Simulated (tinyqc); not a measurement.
# Undoped symmetric double-gate MOSFET, analytic potential model, step by step

Program tinyqc, `OMP_NUM_THREADS=1 python tinyqc.py 2440121 2440122 out.jsonl`; Intel Xeon 2.30GHz, shared host, one thread, about 0.03 s. Printed values are rounded.

An undoped body of thickness ts between two equal insulators and tied gates; long channel, electrons only, n = ni exp((psi - V)/Vt) with V the quasi-Fermi potential (0 at the source, Vd at the drain), constant mobility, no quantisation. Across the body psi(x) = V - 2 Vt ln[(ts/(2 beta)) sqrt(q ni/(2 eps0 eps_r Vt)) cos(2 beta x/ts)], x from the centre. Q is the electron charge per area of the whole body.

Values chosen for this exercise; material values close to those of silicon:
```
symbol,value,unit,meaning
T,300,K,temperature
Eg,1.13,eV,band gap
eps_r,11.6,,relative permittivity of the semiconductor
Nc,2.76e19,cm^-3,conduction-band density of states at T
Nv,2.6e19,cm^-3,valence-band density of states at T
eox,9.14,,relative permittivity of the gate insulator
tox,2.4,nm,insulator thickness
ts,6,nm,body thickness
dphi,-0.14,V,gate work function less that of the intrinsic body
mu,330,cm^2/(V s),channel mobility
L,1,um,gate length
Vg,0.84,V,gate voltage
Vd,0.3,V,drain voltage
```

Constants: q = 1.602176634e-19 C, kB = 1.380649e-23 J/K, Vt = kB T/q, eps0 = 8.8541878128e-14 F/cm where lengths are in cm. Results are converted to the units shown.

Range of the model: In a body this thin, quantum confinement raises the threshold; it is left out. The surface density at the source passes 0.3 Nc, where Boltzmann statistics fail.

## Constants of the body

ni = sqrt(Nc Nv) exp(-Eg/(2 Vt)), Eg in volts; r = eps_r tox/(eox ts); V0 = dphi + 2 Vt ln[(2/ts) sqrt(2 eps0 eps_r Vt/(q ni))].

ni = 8.63692e9 cm^-3
r = 0.507659
V0 = 0.373702 V

## Iteration 1: beta at the source by Newton steps in z = ln(tan beta)

z at the start = 0

With V = 0, t = exp(z), beta = arctan(t): f = ln(beta) + (1/2) ln(1 + t^2) + 2 r beta t - (Vg - V0)/(2 Vt); with c = t/(1 + t^2), df/dz = c/beta + t c + 2 r t (c + beta); z(new) = z - f/(df/dz).

beta = 0.785398
f = -8.11616
df/dz = 2.44171
z after iteration 1 = 3.32397

## Iteration 2: beta at the source by Newton steps in z = ln(tan beta)

As before.

beta = 1.53480
f = 38.0094
df/dz = 45.3111
z after iteration 2 = 2.48512

## Course of the iteration: beta at the source by Newton steps in z = ln(tan beta)

Stop when z changes by less than 1e-11, or after 60 iterations.

Course of the iteration:
```
iteration        z  |change|
1          3.32397      3.32
2          2.48512     0.839
3          1.89083     0.594
4          1.65074     0.240
5          1.62084    0.0299
6          1.62044   4.01e-4
7          1.62044   7.07e-8
8          1.62044   < 1e-12
```

Converged in 8 iterations. At the end the number of correct digits about doubles with each step.

## Charges and drain current

beta_s = 1.37551
beta_d = 1.11293

beta (between 0 and pi/2) solves (Vg - V0 - V)/(2 Vt) = ln(beta) - ln(cos beta) + 2 r beta tan(beta). Q = 8 eps0 eps_r Vt beta tan(beta)/ts; I = mu (1/L)(4 eps0 eps_r/ts)(2 Vt)^2 [g(beta_s) - g(beta_d)] per width, g = beta tan(beta) - beta^2/2 + r beta^2 tan^2(beta), with beta_s at V = 0 and beta_d at V = Vd.

Qs = 2461.79 nC/cm^2
Qd = 799.538 nC/cm^2
g(beta_s) = 30.5545
g(beta_d) = 4.22832
I = 159.025 uA/um

The term r beta^2 tan^2(beta), which gives the square law, makes up 80.3 % of g at the source.

## Potential and electron density across the body at the source

x/ts, point 0 to 6: [0, 0.1, 0.2, 0.3, 0.4, 0.45, 0.5]

psi(x) as above with V = 0 and beta = beta_s; n = ni exp(psi/Vt).

psi, point 0 to 6 (V): [0.530187, 0.532168, 0.538443, 0.550254, 0.571102, 0.588024, 0.614962]
n, point 0 to 6 (cm^-3): [6.96792e18, 7.52305e18, 9.58953e18, 1.51431e19, 3.39200e19, 6.52721e19, 1.85042e20]

The density at the surface is 26.6 times that at the centre (1/cos^2 beta). It reaches 6.7 Nc, where Boltzmann statistics overestimate it.
